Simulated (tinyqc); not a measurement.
# Valence-band offset from core levels (Kraut method), with the dipole against the affinity rule, step by step

tinyqc, about 0.01 s, one thread, Intel Xeon 2.30GHz (shared host): `OMP_NUM_THREADS=1 python tinyqc.py 2410065 2410066 out.jsonl` Printed values are rounded.

Binding energies are counted downwards from the Fermi level. dEv > 0 means that the valence edge of B lies below that of A, dEc > 0 that the conduction edge of B lies above that of A; dEc + dEv = EgB - EgA. The spectra are made-up values treated as data.

Parameters, values chosen for the exercise; gaps and affinities close to those of In0.53Ga0.47As (A) and tantalum oxide (B): gap of the substrate A EgA = 0.74 eV; gap of the overlayer B EgB = 4.33 eV; electron affinity of A chiA = 4.42 eV; electron affinity of B chiB = 3.28 eV; core level of bare A cA = 56.75 eV; core level of thick B cB = 63.08 eV; valence-band maximum of thick B vB = 3.92 eV; relative permittivity inside the dipole layer ei = 7.8; thickness of the dipole layer dd = 0.22 nm; core level of A under a thin film of B iA = 57.12 eV; core level of B in that thin film iB = 61.64 eV; background counts in the gap bg = 29.

Constants: q = 1.602176634e-19 C, eps0 = 8.8541878128e-14 F/cm where lengths are in cm. Results are converted to the units shown.

## Valence-band maximum of bare A

```
point	binding energy (eV)	counts on the leading edge
0	0.67	92
1	0.79	122
2	0.91	152
3	1.03	182
4	1.15	212
5	1.27	242
```

Fit a straight line to the leading edge by least squares; the maximum vA lies where it meets the background.

slope = 250 counts/eV
intercept = -75.5 counts
vA = 0.418 eV

## Offsets

dEv = (iB - iA) - (cB - vB) + (cA - vA), dEc = EgB - EgA - dEv.

cA - vA = 56.3320 eV
cB - vB = 59.16 eV
iB - iA = 4.52 eV
dEv = 1.692 eV
dEc = 1.898 eV

The alignment is type I (straddling). Both offsets exceed 1 eV, the usual requirement for a gate dielectric. A rigid shift of all levels, by charging or doping, cancels in the differences.

## Interface dipole

The affinity rule gives dEc(0) = chiA - chiB; the dipole step is D = dEc - dEc(0), and two sheets of opposite charge dd apart hold N = eps0 ei |D|/(q dd).

dEc(0) = 1.14 eV
D = 0.758 eV
N = 1.48518e14 cm^-2
field in the dipole layer = 34.4545 MV/cm

N is 0.21 elementary charges for each of about 7e14 surface atoms per cm^2.
